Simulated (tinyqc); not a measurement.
Inside a calculation. Method: FCI on RHF in the sto-6g basis, for Li+, spin multiplicity 1. Computed by tinyqc, a small Python program that keeps every step (integrals from PySCF). Settings: charge = 1, multiplicity = 1, basis = sto-6g, method = RHF, energy threshold = 1e-10, iteration cap = 58, orthogonalisation = symmetric, start = atomic densities, DIIS depth = 6, ci = FCI, davidson = 1. Command: `OMP_NUM_THREADS=1 python tinyqc.py 22414 22415 out.jsonl` (the two numbers bound the seeds that draw the settings). One thread of a shared host (Intel(R) Xeon(R) Processor @ 2.60GHz), about 0.09 s of CPU time with the checks. The early iterations of the SCF are left out here.

## One-electron integrals

Geometry (angstrom):
```
atom         x         y         z
Li    0.000000  0.000000  0.000000
```

Basis sto-6g: exponents (1/bohr^2) and contraction coefficients of normalised primitives:
```
element  l (shell)    exponent  coefficient
Li           s (1)  167.175846     0.009164
Li           s (1)   30.651508     0.049361
Li           s (1)    8.575187     0.168538
Li           s (1)    2.945808     0.370563
Li           s (1)    1.143944     0.416492
Li           s (1)    0.471139     0.130334
Li           s (2)    6.597564    -0.013253
Li           s (2)    1.305830    -0.046992
Li           s (2)    0.405851    -0.033785
Li           s (2)    0.156146     0.250242
Li           s (2)    0.067814     0.595117
Li           s (2)    0.031084     0.240706
Li           p (3)    6.597564     0.003760
Li           p (3)    1.305830     0.037679
Li           p (3)    0.405851     0.173897
Li           p (3)    0.156146     0.418036
Li           p (3)    0.067814     0.425860
Li           p (3)    0.031084     0.101708
```

Overlap, kinetic and nuclear-attraction integrals over the contracted functions; the nuclear repulsion is the sum of Za Zb / Rab.

nuclear repulsion = 0 hartree

overlap S, order 1Li 1s, 1Li 2s, 1Li 2px, 1Li 2py, 1Li 2pz:
$$\begin{pmatrix}
1.000000 & 0.235742 & 0.000000 & 0.000000 & 0.000000 \\
0.235742 & 1.000000 & 0.000000 & 0.000000 & 0.000000 \\
0.000000 & 0.000000 & 1.000000 & 0.000000 & 0.000000 \\
0.000000 & 0.000000 & 0.000000 & 1.000000 & 0.000000 \\
0.000000 & 0.000000 & 0.000000 & 0.000000 & 1.000000
\end{pmatrix}$$

kinetic energy T (hartree), order 1Li 1s, 1Li 2s, 1Li 2px, 1Li 2py, 1Li 2pz:
$$\begin{pmatrix}
3.616742 & -0.110723 & 0.000000 & 0.000000 & 0.000000 \\
-0.110723 & 0.106524 & 0.000000 & 0.000000 & 0.000000 \\
0.000000 & 0.000000 & 0.320007 & 0.000000 & 0.000000 \\
0.000000 & 0.000000 & 0.000000 & 0.320007 & 0.000000 \\
0.000000 & 0.000000 & 0.000000 & 0.000000 & 0.320007
\end{pmatrix}$$

nuclear attraction V (hartree), order 1Li 1s, 1Li 2s, 1Li 2px, 1Li 2py, 1Li 2pz:
$$\begin{pmatrix}
-8.067144 & -0.828362 & 0.000000 & 0.000000 & 0.000000 \\
-0.828362 & -1.200045 & 0.000000 & 0.000000 & 0.000000 \\
0.000000 & 0.000000 & -1.199992 & 0.000000 & 0.000000 \\
0.000000 & 0.000000 & 0.000000 & -1.199992 & 0.000000 \\
0.000000 & 0.000000 & 0.000000 & 0.000000 & -1.199992
\end{pmatrix}$$

core Hamiltonian H = T + V (hartree), order 1Li 1s, 1Li 2s, 1Li 2px, 1Li 2py, 1Li 2pz:
$$\begin{pmatrix}
-4.450402 & -0.939085 & 0.000000 & 0.000000 & 0.000000 \\
-0.939085 & -1.093522 & 0.000000 & 0.000000 & 0.000000 \\
0.000000 & 0.000000 & -0.879985 & 0.000000 & 0.000000 \\
0.000000 & 0.000000 & 0.000000 & -0.879985 & 0.000000 \\
0.000000 & 0.000000 & 0.000000 & 0.000000 & -0.879985
\end{pmatrix}$$

## Two-electron integrals

Functions are numbered as in S; the eight-fold symmetry (ij|kl) = (ji|kl) = (kl|ij) leaves the list below.

Two-electron integrals (ij|kl) in chemists' order, unique and non-zero (hartree):
```
(11|11) 1.681247   (21|11) 0.242603   (21|21) 0.044507   (22|11) 0.397190
(22|21) 0.090279   (22|22) 0.290625   (31|31) 0.009437   (32|31) 0.014261
(32|32) 0.064236   (33|11) 0.397190   (33|21) 0.090279   (33|22) 0.290625
(33|33) 0.313125   (41|41) 0.009437   (42|41) 0.014261   (42|42) 0.064236
(43|43) 0.016875   (44|11) 0.397190   (44|21) 0.090279   (44|22) 0.290625
(44|33) 0.279374   (44|44) 0.313125   (51|51) 0.009437   (52|51) 0.014261
(52|52) 0.064236   (53|53) 0.016875   (54|54) 0.016875   (55|11) 0.397190
(55|21) 0.090279   (55|22) 0.290625   (55|33) 0.279374   (55|44) 0.279374
(55|55) 0.313125
```

## Orthogonalisation

S = U s U^T; symmetric (Loewdin) form X = U s^(-1/2) U^T, so that X^T S X = 1.

eigenvalues of S: [0.764258, 1.000000, 1.000000, 1.000000, 1.235742]

X, order 1Li 1s, 1Li 2s, 1Li 2px, 1Li 2py, 1Li 2pz:
$$\begin{pmatrix}
1.021726 & -0.122153 & 0.000000 & 0.000000 & 0.000000 \\
-0.122153 & 1.021726 & 0.000000 & 0.000000 & 0.000000 \\
0.000000 & 0.000000 & 1.000000 & 0.000000 & 0.000000 \\
0.000000 & 0.000000 & 0.000000 & 1.000000 & 0.000000 \\
0.000000 & 0.000000 & 0.000000 & 0.000000 & 1.000000
\end{pmatrix}$$

## Iteration 10 (converged): orbitals

converged F (hartree), order 1Li 1s, 1Li 2s, 1Li 2px, 1Li 2py, 1Li 2pz:
$$\begin{pmatrix}
-2.775752 & -0.704184 & 0.000000 & 0.000000 & 0.000000 \\
-0.704184 & -0.347335 & 0.000000 & 0.000000 & 0.000000 \\
0.000000 & 0.000000 & -0.095909 & 0.000000 & 0.000000 \\
0.000000 & 0.000000 & 0.000000 & -0.095909 & 0.000000 \\
0.000000 & 0.000000 & 0.000000 & 0.000000 & -0.095909
\end{pmatrix}$$

Diagonalise F' = X^T F X, C = X C', fill 1 alpha and 1 beta electrons from the bottom; D = 2 C_occ C_occ^T. Each column has its largest component positive (the first on a tie).

F' = X^T F X (hartree):
$$\begin{pmatrix}
-2.727080 & -0.355838 & 0.000000 & 0.000000 & 0.000000 \\
-0.355838 & -0.228235 & 0.000000 & 0.000000 & 0.000000 \\
0.000000 & 0.000000 & -0.095909 & 0.000000 & 0.000000 \\
0.000000 & 0.000000 & 0.000000 & -0.095909 & 0.000000 \\
0.000000 & 0.000000 & 0.000000 & 0.000000 & -0.095909
\end{pmatrix}$$

orbital energies (hartree): MO1 -2.776764, MO2 -0.178551, MO3 -0.095909, MO4 -0.095909, MO5 -0.095909

coefficients C, order 1Li 1s, 1Li 2s, 1Li 2px, 1Li 2py, 1Li 2pz:
$$\begin{pmatrix}
0.995018 & -0.262267 & 0.000000 & 0.000000 & 0.000000 \\
0.020308 & 1.028801 & 0.000000 & 0.000000 & 0.000000 \\
0.000000 & 0.000000 & 1.000000 & 0.000000 & 0.000000 \\
0.000000 & 0.000000 & 0.000000 & 1.000000 & 0.000000 \\
0.000000 & 0.000000 & 0.000000 & 0.000000 & 1.000000
\end{pmatrix}$$

D after iteration 10, order 1Li 1s, 1Li 2s, 1Li 2px, 1Li 2py, 1Li 2pz:
$$\begin{pmatrix}
1.980121 & 0.040413 & 0.000000 & 0.000000 & 0.000000 \\
0.040413 & 0.000825 & 0.000000 & 0.000000 & 0.000000 \\
0.000000 & 0.000000 & 0.000000 & 0.000000 & 0.000000 \\
0.000000 & 0.000000 & 0.000000 & 0.000000 & 0.000000 \\
0.000000 & 0.000000 & 0.000000 & 0.000000 & 0.000000
\end{pmatrix}$$

Within a degenerate level the vectors are fixed only up to a rotation; this is one choice.

## Convergence

Stop when the energy changes by less than 1e-10 hartree and every element of the error matrix X^T (F D S - S D F) X is below 3e-06.

Course of the cycle:
```
iteration  E (hartree)     change  largest element of the error matrix
1          -5.50383311          -                             2.64e-02
2          -7.21938312  -1.72e+00                             9.42e-02
3          -7.22003728  -6.54e-04                             7.68e-02
4          -7.22011493  -7.77e-05                             7.45e-02
5          -7.22015612  -4.12e-05                             7.32e-02
6          -7.22018346  -2.73e-05                             7.24e-02
7          -7.22020371  -2.03e-05                             7.17e-02
8          -7.22133372  -1.13e-03                             1.39e-04
9          -7.22133373  -4.25e-09                             1.23e-07
10         -7.22133373  -8.88e-16                             6.04e-08
```

PySCF RHF in the same basis = -7.22133373 hartree

Converged in 10 iterations.

## Integrals over molecular orbitals

(pq|rs) = sum C_ip C_jq C_kr C_ls (ij|kl), one index at a time.

one-electron integrals over orbitals h = C^T H C (hartree):
$$\begin{pmatrix}
-4.444569 & 0.182217 & 0.000000 & 0.000000 & 0.000000 \\
0.182217 & -0.956766 & 0.000000 & 0.000000 & 0.000000 \\
0.000000 & 0.000000 & -0.879985 & 0.000000 & 0.000000 \\
0.000000 & 0.000000 & 0.000000 & -0.879985 & 0.000000 \\
0.000000 & 0.000000 & 0.000000 & 0.000000 & -0.879985
\end{pmatrix}$$

Two-electron integrals over orbitals (pq|rs), unique and non-zero (hartree):
```
(11|11) 1.667805    (21|11) -0.182217   (21|21) 0.031344    (22|11) 0.404780
(22|21) -0.009899   (22|22) 0.283189    (31|31) 0.009946    (32|31) 0.013403
(32|32) 0.060943    (33|11) 0.397011    (33|21) -0.005643   (33|22) 0.286209
(33|33) 0.313125    (41|41) 0.009946    (42|41) 0.013403    (42|42) 0.060943
(43|43) 0.016875    (44|11) 0.397011    (44|21) -0.005643   (44|22) 0.286209
(44|33) 0.279374    (44|44) 0.313125    (51|51) 0.009946    (52|51) 0.013403
(52|52) 0.060943    (53|53) 0.016875    (54|54) 0.016875    (55|11) 0.397011
(55|21) -0.005643   (55|22) 0.286209    (55|33) 0.279374    (55|44) 0.279374
(55|55) 0.313125
```

## FCI: determinants and Hamiltonian

Hartree-Fock energy = -7.22133373 hartree

Slater-Condon rules over spin orbitals, with the nuclear repulsion added and E(HF) subtracted on the diagonal. Only determinants linked to the reference directly or through others are kept (one block of an abelian symmetry group), so some states are absent.

Occupation strings over the orbitals (2 doubly, a alpha, b beta, 0 empty; spin orbitals ordered 1a 1b 2a 2b ...): 20000 ab000 ba000 02000 00200 00020 00002

H - E(HF) between determinants (hartree), order 20000, ab000, ba000, 02000, 00200, 00020, 00002:
$$\begin{pmatrix}
0.000000 & 0.000000 & 0.000000 & 0.031344 & 0.009946 & 0.009946 & 0.009946 \\
0.000000 & 2.224778 & -0.031344 & 0.172318 & 0.013403 & 0.013403 & 0.013403 \\
0.000000 & -0.031344 & 2.224778 & -0.172318 & -0.013403 & -0.013403 & -0.013403 \\
0.031344 & 0.172318 & -0.172318 & 5.590991 & 0.060943 & 0.060943 & 0.060943 \\
0.009946 & 0.013403 & -0.013403 & 0.060943 & 5.774488 & 0.016875 & 0.016875 \\
0.009946 & 0.013403 & -0.013403 & 0.060943 & 0.016875 & 5.774488 & 0.016875 \\
0.009946 & 0.013403 & -0.013403 & 0.060943 & 0.016875 & 0.016875 & 5.774488
\end{pmatrix}$$

## FCI: roots

Diagonalise (each vector has its largest component positive (the first on a tie)); all determinants have Ms = 0, so triplets appear too. The lowest singlet root is the correlation energy.

lowest roots of this matrix, relative to E(HF) (hartree): [-0.000224, 2.193434, 2.238234, 5.561809, 5.757613, 5.757613, 5.855532]

lowest vectors, order 20000, ab000, ba000, 02000, 00200, 00020, 00002:
$$\begin{pmatrix}
0.999980 & 0.000000 & -0.001066 & 0.003912 \\
0.000456 & 0.707107 & 0.705240 & 0.044843 \\
-0.000456 & 0.707107 & -0.705240 & -0.044843 \\
-0.005580 & 0.000000 & -0.072262 & 0.914178 \\
-0.001656 & 0.000000 & -0.004059 & -0.231114 \\
-0.001656 & 0.000000 & -0.004059 & -0.231114 \\
-0.001656 & 0.000000 & -0.004059 & -0.231114
\end{pmatrix}$$

<S^2> of these roots: [0.000000, 2.000000, 0.000000, 0.000000, 0.000000, 0.000000, 0.000000]

weight of the ground state by excitation level 0, 1, 2, ...: [0.999960, 0.000000, 0.000039]

Within a degenerate level the vectors are fixed only up to a rotation; this is one choice.

## The lowest root by the Davidson method

Start from the reference; add the residual divided by (theta - H_ii), orthogonalised, at each step.

Davidson iterations:
```
iteration  subspace  lowest Ritz value (hartree)  residual norm
1                 1                            0       3.58e-02
2                 2                  -0.00022334       1.51e-03
3                 3                  -0.00022430       6.45e-05
4                 4                  -0.00022430       1.17e-17
```
